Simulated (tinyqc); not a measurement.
## Capacitances against the distance to each plane

Endless row of lines of width wl, height tl and space sl between grounded planes at distance hd; e2 fills the gaps beside the lines, e1 the rest. Laplace's equation is solved on meshes of 3, 6 and 12 steps per unit u and extrapolated (Aitken), which is good to about 0.2 %. C_even (all lines at 1 V) is the capacitance Cg to the planes; C_odd (neighbours in antiphase) = Cg + 4 Cc if only nearest neighbours couple, which defines Cc; total with quiet neighbours Cg + 2 Cc. Plate values 2 eps0 e1 wl/hd and eps0 e2 tl/sl.

Parameters, values chosen for the exercise:
- e1 = 3.9 (relative permittivity above and below the lines)
- e2 = 2 (relative permittivity between the lines)
- wl = 6 u (line width, in units u)
- tl = 12 u (line height)
- sl = 6 u (space between lines)

Constants: eps0 = 8.8541878128e-12 F/m. Results are converted to the units shown.

The same in every row: plate Cc (aF/um) = 35.4.

Results:
```
hd (u),Cg (aF/um),Cc (aF/um),Cg + 2 Cc (aF/um),C_odd (aF/um),plate Cg (aF/um),"share of coupling, 2 Cc/(Cg + 2 Cc) (%)"
2,314,27.7,369,424,207,15.0
4,176,36.4,249,322,104,29.3
5,145,40.1,225,305,82.9,35.6
6,123,43.3,210,297,69.1,41.2
8,95.1,48.4,192,289,51.8,50.5
10,77.3,52.2,182,286,41.4,57.4
```

Estimate the missing row, hd = 3 u.

Computed row:
```
hd (u),Cg (aF/um),Cc (aF/um),Cg + 2 Cc (aF/um),C_odd (aF/um),plate Cg (aF/um),"share of coupling, 2 Cc/(Cg + 2 Cc) (%)"
3,225,32.2,289,353,138,22.3
```

With this row back in the table: As hd goes from 2 to 10, Cg falls from 314 to 77.3 aF/um, Cc rises from 27.7 to 52.2 aF/um and the share of coupling rises from 15.0 to 57.4 %. Cg is 1.51 times its plate value in the first row and 1.87 times in the last; for Cc the ratios are 0.782 and 1.47. Neighbours in antiphase raise the load by a factor of 1.15 and 1.57 over quiet ones. For hd = 10 the planes are farther than 0.8 of the pitch, so second neighbours couple too and Cg + 2 Cc understates the quiet load by a per cent or more.

Program tinyqc, `OMP_NUM_THREADS=1 python tinyqc.py 2790189 2790190 out.jsonl`; Intel Xeon 2.30GHz, shared host, one thread, about 1 s.
